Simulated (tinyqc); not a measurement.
Surface approximation against the full path: Rutherford backscattering from a thin compound film on silicon: kinematics, yields, composition and thickness. Computed by tinyqc, a small Python program. Command: `OMP_NUM_THREADS=1 python tinyqc.py 3006953 3006954 out.jsonl rbs walk`. One thread of a shared host (Intel(R) Xeon(R) Processor @ 2.30GHz), about 0.01 s of CPU time with the checks.

Singly charged helium ions (Z1 = 2, M1 = 4.0026 u) enter at the tilt angle a1 to the normal and leave at a2 = |180 - theta - tilt| in the same plane. The film is A B_x.

Inputs (values chosen for the exercise, modelled on a helium beam on NiSi):
```
quantity                                value           unit
beam energy E0                            1.6            MeV
scattering angle theta                    170        degrees
tilt of the sample                          0        degrees
heavy element: mass M_A                  58.7              u
heavy element: stopping eps_A at 2 MeV   69.5  1e-15 eV cm^2
light element: mass M_B                 28.09              u
light element: stopping eps_B at 2 MeV   47.8  1e-15 eV cm^2
atoms of B per atom of A, x             0.934              -
atomic density of the film               81.7         1/nm^3
film thickness d                           35             nm
detector resolution (FWHM)                 16            keV
```

Method:
- Kinematic factor K = [(sqrt(M^2 - M1^2 sin^2 theta) + M1 cos theta)/(M + M1)]^2.
- Surface edges lie at K E0; substrate silicon has M = 28.09 u. Mass resolution at M_A = resolution/(E0 dK/dM).
- Stopping per atom eps(E) = eps(2 MeV) (E/2 MeV)^(-0.4) (a law chosen for the exercise); Bragg rule eps_film = (eps_A + x eps_B)/(1 + x); areal density N d, with 1/nm^2 = 0.1 x 1e15/cm^2.
- Width of the signal of element i: [K_i eps(E0)/cos a1 + eps(K_i E0)/cos a2] N d; depth resolution = resolution x d/width of A; energy lost on the way in = eps(E0) N d/cos a1.
- Surface approximation as above. Full path: dE/ds = -eps(E) integrates to E^1.4 = E(start)^1.4 - 1.4 eps(2 MeV) 2000^0.4 s (keV), applied in (s = N d/cos a1), then K, then out (s = N d/cos a2); width = K E0 - exit energy. The last column is the error in thickness if the full width is read with the surface formula.

energy lost on the way in = 18.4525 keV

widths (keV): A 34.9540, B 33.9713

surface edges (keV): A 1220.06, B 905.25, Si 905.25

kinematic factors: A 0.762539, B 0.565784, Si 0.565784

Widths (keV):
```
d (nm)  A, surface  A, full  B, full  error (%)
5             4.99     5.00     4.86     0.0821
10            9.99    10.00     9.73     0.1645
20           19.97    20.04    19.50     0.3307
50           49.93    50.35    49.07     0.8393
100          99.87   101.59    99.29     1.7232
150         149.80   153.78   150.79     2.6566
200         199.74   207.02   203.75     3.6456
300         299.61   317.04   314.87     5.8199
```

What does the comparison show, and why?

The error grows roughly in proportion to thickness, from 0.08 % to 5.8 %, because the ion slows and the stopping rises along the path. The signals of A and B would overlap once the width of A exceeds the gap between the edges, 315 keV. Ions from B leave the thickest film below about 0.6 MeV, where the power law overstates the stopping. Caution: the silicon signal of the film merges with that of the substrate, so only the width of A can be read directly.
